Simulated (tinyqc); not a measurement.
Charge control and current of a heterostructure field-effect transistor: one step, computed by the program tinyqc. Command: `OMP_NUM_THREADS=1 python tinyqc.py 3030025 3030026 out.jsonl hemt walk`. One thread of a shared host (Intel(R) Xeon(R) Processor @ 2.30GHz), about 0.01 s of CPU time with the checks.

Two subbands in a triangular well; E_F is counted from the conduction band edge of the channel at the interface.

Task: Saturation current. With V = e n_s/C_g and V_c = v_s L/mu: for v = mu F/(1 + mu F/v_s), V_Dsat = V_c (sqrt(1 + 2V/V_c) - 1) and I/W = C_g v_s (V - V_Dsat); g_m = dI/dV; extrinsic g_m/(1 + g_m R_S); f_T = g_m/(2 pi C_g L).

Inputs (values chosen for the exercise, modelled on AlGaAs/GaAs):
```
quantity                                value        unit
permittivity eps (barrier and channel)   12.7           -
conduction band offset dE_c              0.26          eV
mobility mu                              6000  cm^2/(V s)
saturation velocity v_s                   1.7    1e7 cm/s
gate length L                              74          nm
source resistance R_S                       0      ohm mm
temperature T                              77           K
spacer between delta layer and channel    4.3          nm
```

Charge source: delta doping. Velocity law: smooth.

sheet density n_s = 3.667781e+12 1/cm^2

gate capacitance C_g = 0.2719491 microfarad/cm^2

Constants: e = 1.602176634e-19 C.

Give: V; V_c; V_Dsat; saturation current I/W; intrinsic g_m; extrinsic g_m; intrinsic f_T.

Result:

V = 2.1609 V

V_c = 0.020967 V

V_Dsat = 0.28078 V

saturation current I/W = 869.18 mA/mm

intrinsic g_m = 430.19 mS/mm

extrinsic g_m = 430.19 mS/mm

intrinsic f_T = 340.22 GHz

V/V_c = 103.06: velocity saturation rules; I is 87 % of e n_s v_s = 999 mA/mm. Caution: E_F lies above the conduction band minimum of the barrier, so electrons would spill into the barrier.
